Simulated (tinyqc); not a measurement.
Inputs raised by 2 %, one at a time: two-step dopant diffusion (predeposition and drive-in) with a constant diffusivity. Computed by tinyqc, a small Python program. Command: `OMP_NUM_THREADS=1 python tinyqc.py 3003330 3003331 out.jsonl dopdiff sens`. One thread of a shared host (Intel(R) Xeon(R) Processor @ 2.30GHz), about 0.06 s of CPU time with the checks.

Fick diffusion into a half space x > 0 whose background doping C_B is of the opposite type, so that a junction lies where C = C_B.

Inputs (values chosen for the exercise, modelled on antimony in silicon): prefactor D0 = 5.2 cm^2/s; activation energy E = 3.85 eV; surface concentration C_s = 6.5e+18 1/cm^3; background doping C_B = 5.1e+15 1/cm^3; predeposition temperature T1 = 950 C; predeposition time t1 = 20 min; drive-in temperature T2 = 1075 C; drive-in time t2 = 20 min; mean mobility in the layer mu = 270 cm^2/(V s); ramp rate = 2 C/min; stand-by temperature = 750 C.

Furnace ramps of the drive-in: linear ramps.

Constants: k_B = 8.617333262e-05 eV/K; e = 1.602176634e-19 C.

Method:
- D = D0 exp(-E/(k_B T)).
- Temperatures in kelvin are T(C) + 273.15.
- Times in seconds are 60 times the minutes.
- One ramp between the stand-by temperature and T2 adds int D dT / rate (40-point Gauss-Legendre); the usual estimate counts it as an extra time k_B T2^2/(E rate) at T2. (Dt)2 = D2 t2 + two ramps, times in seconds.
- C = C_s erfc(x/(2 sqrt(D1 t1))); dose Q = 2 C_s sqrt(D1 t1/pi); the junction solves erfc(z) = C_B/C_s with x_j = 2 z sqrt(D1 t1).
- With a sealed surface and a thin source, C = Q/sqrt(pi (Dt)2) exp(-x^2/(4 (Dt)2)); x_j = 2 sqrt((Dt)2 ln(C(0)/C_B)); gradient at the junction |dC/dx| = C_B x_j/(2 (Dt)2).
- Net dose Q_net = Q erf(x_j/(2 sqrt((Dt)2))) - C_B x_j; R_s = 1/(e mu Q_net), with every dopant ionised and one mobility.

Runs; columns: (1) input moved; (2) from; (3) to; (4) junction depth x_j (um); (5) surface concentration C(0) (Gaussian) (1/cm^3); (6) sheet resistance R_s (Gaussian) (ohm/square); (7) dose Q (1/cm^2):
```
(1)                                             (2)       (3)      (4)         (5)     (6)         (7)
base run                                          -         -  0.36334  4.4524e+17  3514.6  6.7816e+12
activation energy E (eV)                       3.85     3.927  0.25845  4.3307e+17  5068.2  4.7065e+12
surface concentration C_s (1/cm^3)          6.5e+18  6.63e+18  0.36414  4.5415e+17  3443.8  6.9172e+12
predeposition time t1 (min)                      20      20.4  0.36374  4.4967e+17  3479.0  6.8491e+12
drive-in time t2 (min)                           20      20.4  0.36444  4.4372e+17  3514.9  6.7816e+12
mean mobility in the layer mu (cm^2/(V s))      270     275.4  0.36334  4.4524e+17  3445.7  6.7816e+12
```

Exponents ln(y'/y) / ln(x'/x):
```
input                          junction depth x_j  surface concentration C(0) (Gaussian)  sheet resistance R_s (Gaussian)   dose Q
activation energy E                       -17.202                                 -1.400                           18.485  -18.445
surface concentration C_s                   0.112                                  1.000                           -1.028    1.000
predeposition time t1                       0.056                                  0.500                           -0.514    0.500
drive-in time t2                            0.153                                 -0.172                            0.005    0.000
mean mobility in the layer mu               0.000                                  0.000                           -1.000    0.000
```

Which inputs matter most for each result?

Among the inputs moved here: junction depth x_j answers most in size to activation energy E (exponent -17.202), next to drive-in time t2 (+0.153); its exponent is below 0.0005 for mean mobility in the layer mu. Surface concentration C(0) (Gaussian) answers most in size to activation energy E (exponent -1.400), next to surface concentration C_s (+1.000); its exponent is below 0.0005 for mean mobility in the layer mu. Sheet resistance R_s (Gaussian) answers most in size to activation energy E (exponent +18.485), next to surface concentration C_s (-1.028). Its exponent -1.028 in surface concentration C_s: the net dose follows C_s. Its exponent -0.514 in predeposition time t1: R_s is inverse to the dose. Dose Q answers most in size to activation energy E (exponent -18.445), next to surface concentration C_s (+1.000); its exponent is below 0.0005 for drive-in time t2, mean mobility in the layer mu. Its exponent +1.000 in surface concentration C_s: the problem is linear in C_s. Its exponent +0.500 in predeposition time t1: a constant source admits a dose that grows as sqrt(D t).

Caution (all rows): C_s exceeds the intrinsic carrier density of silicon at the predeposition temperature (2e18 to 1e19 per cm^3), where real diffusivities rise with concentration and profiles turn box-like.
